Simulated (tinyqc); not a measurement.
Channel mobility from two channel lengths.

Problem. Two power MOSFETs differ only in channel length: R_on = R_rest + Lc (Wp + a)/(2 mch Cox Vov), Cox = 3.9 eps0/tox. Find mch and R_rest.

Parameters, values chosen for the exercise: gate oxide thickness (eps_r 3.9) tox = 32 nm; gate overdrive Vov = 11 V; width of the p body in one cell, channels included Wp = 2.6 um; gap between neighbouring p bodies a = 2.6 um.

Constants: eps0 = 8.8541878128e-14 F/cm where lengths are in cm. Results are converted to the units shown.

R_on at Lc = 0.38 and 0.72 um (mohm cm^2): [4.3770937, 4.5355459]

Answer. R_on is a straight line in Lc; its slope gives mch and its intercept the rest.

mch = 47.00 cm^2/(V s)
R_rest = 4.200 mohm cm^2

Program tinyqc, `OMP_NUM_THREADS=1 python tinyqc.py 2230129 2230130 out.jsonl`; Intel Xeon 2.30GHz, shared host, one thread, about 0.01 s.
